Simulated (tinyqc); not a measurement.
Speciation in dilute and buffered hydrofluoric acid, oxide etch rate and bath loading: one step, computed by the program tinyqc. Command: `OMP_NUM_THREADS=1 python tinyqc.py 3120784 3120785 out.jsonl hfetch walk`. One thread of a shared host (Intel(R) Xeon(R) Processor @ 2.30GHz), about 0.01 s of CPU time with the checks.

Concentrations stand for activities, NH4+ and Cl- are spectators, and water ionisation is neglected. H, F and HF2 denote the ions H+, F- and HF2-. The base temperature is 298 K.

Question. Etch rate. Rate = k_a ([HF] + 2 [H2F2]) + k_b [HF2], an empirical two-term form. Time = oxide/rate; a temperature error changes the rate by exp((E_a/k_B)(1/298 - 1/(298 + error))) - 1.

Inputs (values chosen for the exercise, of the order of those for thermal oxide at room temperature):

| quantity | value | unit |
|---|---|---|
| NH4F added | 3.5 | mol/L |
| HCl added | 0 | mol/L |
| rate constant of neutral HF k_a | 17 | nm L/(min mol) |
| rate constant of HF2 k_b | 68 | nm L/(min mol) |
| activation energy | 0.4 | eV |
| temperature error | 2.3 | K |
| oxide removed per wafer | 17 | nm |

[HF] = 0.1258796 mol/L

[H2F2] = 0 mol/L

[HF2] = 1.174086 mol/L

Constants: k_B = 8.617333262e-05 eV/K.

Give: etch rate; share of HF2 in the rate; etch time; rate change from the temperature error.

Answer.

etch rate = 81.98 nm/min

share of HF2 in the rate = 97.39 %

etch time = 12.44 s

rate change from the temperature error = 12.67 %

Caution: at ionic strengths above about 0.5 mol/L activities differ much from concentrations, so pH and rates are only indicative.
